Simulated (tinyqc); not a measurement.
Inside a calculation. Model: scattering rates of a carrier in a spherical band by Fermi's golden rule. Computed by tinyqc, a small Python program that keeps every step. Command: `OMP_NUM_THREADS=1 python tinyqc.py 3002935 3002936 out.jsonl scatter walk`. One thread of a shared host (Intel(R) Xeon(R) Processor @ 2.30GHz), about 0.01 s of CPU time with the checks. Intermediate numbers are printed to about 7 digits and carried at full precision; extremes and crossings named in words are read from the listed rows.

All processes here are isotropic or elastic, and the rate listed is the momentum relaxation rate.

Inputs (values chosen for the exercise, modelled on electrons in diamond):

| quantity | value | unit |
|---|---|---|
| density-of-states mass of one valley m | 0.488 | m_0 |
| non-parabolicity alpha | 0.18 | 1/eV |
| static permittivity eps_s | 5.7 | - |
| density rho | 3515 | kg/m^3 |
| sound velocity v_l | 18300 | m/s |
| acoustic deformation potential D_A | 9.2 | eV |
| phonon energy hbar w | 143 | meV |
| optical or intervalley deformation potential D_o | 8.7 | 1e8 eV/cm |
| final valleys Z_f | 5 | - |
| ionised impurity density N_I | 3.3e+16 | 1/cm^3 |
| temperature T | 300 | K |
| carrier energy E | 80 | meV |
| neutral impurity density N_n | 1.2e+17 | 1/cm^3 |

Crystal: non-polar. Band: Kane. Impurity formula: Brooks-Herring. Further scattering: neutral impurities.

Constants: m_0 = 9.1093837015e-31 kg; e = 1.602176634e-19 C; hbar = 1.054571817e-34 J s; k_B = 8.617333262e-05 eV/K; eps_0 = 8.8541878128e-12 F/m; k_B = 1.380649e-23 J/K; hbar = 6.582119569e-16 eV s.

## The band at energy E

Kane band: hbar^2 k^2/(2 m) = E (1 + alpha E), speed v = hbar k/(m (1 + 2 alpha E)), states per spin, volume and energy g(E) = m k (1 + 2 alpha E)/(2 pi^2 hbar^2); overlap factors are set to 1. Masses are multiplied by m_0 and all formulas are in SI units.

wave number k = 1.019525 1/nm

speed v = 235090.2 m/s

g(E) = 3.403033e+20 1/(eV cm^3)

Non-parabolicity raises g(E) by a factor 1.036 and changes the speed by a factor 0.979 against a parabolic band at the same E.

## Phonon occupation and screening length

Phonon occupation N_q = 1/(exp(hbar w/(k_B T)) - 1). Debye screening by free carriers of density N_I: L_s = sqrt(eps_s eps_0 k_B T/(e^2 N_I)).

N_q = 0.003975841

screening length L_s = 15.70893 nm

Above the threshold emission is favoured over absorption by (N_q + 1)/N_q = exp(hbar w/k_B T) = 253, apart from the density of final states.

## Acoustic phonons

Acoustic deformation potential (elastic, equipartition, absorption and emission together): 1/tau = 2 pi k_B T D_A^2 g(E)/(hbar rho v_l^2).

acoustic rate = 9.674598e+11 1/s

Caution: the largest acoustic phonon energy 2 hbar v_l k is not small against k_B T, so equipartition is a rough assumption.

## Optical or intervalley phonons

Optical or intervalley deformation potential: 1/tau = (pi Z_f D_o^2/(rho w)) [N_q g(E + hbar w) + (N_q + 1) g(E - hbar w)], with g = 0 below the band edge.

absorption rate = 5.991319e+10 1/s

emission rate = 0 1/s

E lies below hbar w, so emission is forbidden.

## Ionised impurities

Singly charged impurities, momentum relaxation: 1/tau = N_I e^4 m (1 + 2 alpha E) Phi/(8 pi (eps_s eps_0)^2 hbar^3 k^3), with alpha = 0 for a parabolic band. Brooks-Herring: Phi = ln(1 + b) - b/(1 + b), b = 4 k^2 L_s^2.

b = 1026.005

ionised-impurity rate = 7.418803e+11 1/s

Caution: k times the effective Bohr radius is below 1, so the Born approximation behind the Brooks-Herring rate is rough.

## All rates at E

Neutral impurities (Erginsoy): 1/tau = 20 N_n a_B hbar/m, a_B = 4 pi eps_s eps_0 hbar^2/(m e^2). Rates add: 1/tau_m is the sum, and the mean free path is v tau_m.

Momentum relaxation rates:

| process | rate (1/s) | share (%) |
|---|---|---|
| acoustic | 9.674598e+11 | 45.60982 |
| optical absorption | 5.991319e+10 | 2.824540 |
| optical emission | 0 | 0 |
| ionised impurity | 7.418803e+11 | 34.97512 |
| neutral impurity | 3.519125e+11 | 16.59052 |

momentum relaxation time tau_m = 471.4389 fs

mean free path = 110.8306 nm

The largest rate is acoustic (46 %), then ionised impurity (35 %). Caution: Erginsoy's formula holds for k a_B below about 0.5 and for dopants that stay neutral, which means low temperature; elsewhere it is only a rough constant rate.

## Rates against energy

The formulas are those given above.

Momentum relaxation rates (1e12/s) and the total time:

| E (meV) | acoustic | optical absorption | optical emission | ionised impurity | neutral impurity | tau_m (fs) |
|---|---|---|---|---|---|---|
| 14 | 0.393049 | 0.0488840 | 0.00000 | 7.113102e+00 | 0.3519125 | 126.4711 |
| 36 | 0.636500 | 0.0526892 | 0.00000 | 2.116770e+00 | 0.3519125 | 316.6690 |
| 72 | 0.914594 | 0.0586312 | 0.00000 | 8.527270e-01 | 0.3519125 | 459.1654 |
| 130 | 1.260406 | 0.0676860 | 0.00000 | 3.895154e-01 | 0.3519125 | 483.2038 |
| 160 | 1.416444 | 0.0721944 | 3.82050 | 2.954087e-01 | 0.3519125 | 167.8851 |
| 210 | 1.657561 | 0.0795256 | 7.75485 | 2.055365e-01 | 0.3519125 | 99.5086 |
| 310 | 2.099291 | 0.0937492 | 12.78576 | 1.221939e-01 | 0.3519125 | 64.7127 |
| 500 | 2.875628 | 0.1201163 | 20.22783 | 6.456631e-02 | 0.3519125 | 42.3011 |
| 860 | 4.308178 | 0.1705541 | 32.91715 | 3.136030e-02 | 0.3519125 | 26.4696 |
| 1400 | 6.573042 | 0.2515107 | 52.44005 | 1.639429e-02 | 0.3519125 | 16.7693 |

The largest rate is ionised impurity from 14.0 to 36.0, acoustic from 72.0 to 130, optical emission from 160 to 1400 meV. Crossing hbar w = 143 meV opens emission: tau_m goes from 483 to 168 fs between the two rows around it. The impurity rate goes between the last rows as E^-1.33; the acoustic rate follows g(E) and grows by a factor 16.7 over the table (10.0 for a parabolic band). Erginsoy's formula holds for k a_B below about 0.5 and for dopants that stay neutral, which means low temperature; elsewhere it is only a rough constant rate.

Checks made by the program: Brooks-Herring rate against the angular integral of the screened Coulomb matrix element (relative difference below 1e-10).
